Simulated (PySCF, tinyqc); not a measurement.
Inside a calculation. Method: RKS/B3LYP (VWN-RPA form) in the sto-6g basis, for H4, spin multiplicity 1. The lowest restricted solution is unstable here: a spin-polarised one lies 0.0387 hartree lower (PySCF). One step of it, computed by the program tinyqc.

Problem. Iteration 1: building the Kohn-Sham matrix. J_ij = sum D_kl (ij|kl), K_ij = sum D_kl (ik|jl); F = H + J - 0.1 K + V_xc; E = tr D H + tr D J / 2 - 0.05 tr D K + E_xc + E_nn.

D at the start, lower triangle:
```
           1H 1s      2H 1s     3H 1s     4H 1s
1H 1s   0.838670
2H 1s   0.838670   0.838670
3H 1s  -0.133527  -0.133527  0.838670
4H 1s  -0.133527  -0.133527  0.838670  0.838670
```

core Hamiltonian H = T + V (hartree), lower triangle:
```
           1H 1s      2H 1s      3H 1s      4H 1s
1H 1s  -1.293484
2H 1s  -0.391528  -1.293484
3H 1s  -0.247570  -0.101966  -1.293484
4H 1s  -0.101966  -0.247570  -0.391528  -1.293484
```

Two-electron integrals (ij|kl) in chemists' order, unique and non-zero (hartree):
```
(11|11) 0.774999   (21|11) 0.116321   (21|21) 0.027676   (22|11) 0.326821
(22|21) 0.116321   (22|22) 0.774999   (31|11) 0.067275   (31|21) 0.011993
(31|22) 0.039315   (31|31) 0.010279   (32|11) 0.019778   (32|21) 0.004974
(32|22) 0.022209   (32|31) 0.003205   (32|32) 0.001348   (33|11) 0.277268
(33|21) 0.056609   (33|22) 0.213198   (33|31) 0.067275   (33|32) 0.022209
(33|33) 0.774999   (41|11) 0.022209   (41|21) 0.004974   (41|22) 0.019778
(41|31) 0.003205   (41|32) 0.001313   (41|33) 0.019778   (41|41) 0.001348
(42|11) 0.039315   (42|21) 0.011993   (42|22) 0.067275   (42|31) 0.005983
(42|32) 0.003205   (42|33) 0.039315   (42|41) 0.003205   (42|42) 0.010279
(43|11) 0.056609   (43|21) 0.013305   (43|22) 0.056609   (43|31) 0.011993
(43|32) 0.004974   (43|33) 0.116321   (43|41) 0.004974   (43|42) 0.011993
(43|43) 0.027676   (44|11) 0.213198   (44|21) 0.056609   (44|22) 0.277268
(44|31) 0.039315   (44|32) 0.019778   (44|33) 0.326821   (44|41) 0.022209
(44|42) 0.067275   (44|43) 0.116321   (44|44) 0.774999
```

nuclear repulsion = 1.64710249 hartree

V_xc (hartree), lower triangle:
```
           1H 1s      2H 1s      3H 1s      4H 1s
1H 1s  -0.351113
2H 1s  -0.065423  -0.351113
3H 1s  -0.036004  -0.013686  -0.351113
4H 1s  -0.013686  -0.036004  -0.065423  -0.351113
```

E_xc = sum of w rho eps_xc = -1.07733498 hartree

Give: Coulomb J; exchange K; Kohn-Sham matrix F; total energy of this density.

Solution.

Coulomb J (hartree), lower triangle:
```
       1H 1s  2H 1s  3H 1s  4H 1s
1H 1s  1.586
2H 1s  0.350  1.586
3H 1s  0.213  0.085  1.586
4H 1s  0.085  0.213  0.350  1.586
```

exchange K (hartree), lower triangle:
```
       1H 1s  2H 1s  3H 1s  4H 1s
1H 1s  0.855
2H 1s  0.484  0.855
3H 1s  0.118  0.084  0.855
4H 1s  0.084  0.118  0.484  0.855
```

Kohn-Sham matrix F (hartree), lower triangle:
```
        1H 1s   2H 1s   3H 1s   4H 1s
1H 1s  -0.144
2H 1s  -0.156  -0.144
3H 1s  -0.082  -0.039  -0.144
4H 1s  -0.039  -0.082  -0.156  -0.144
```

total energy of this density = -1.94829 hartree
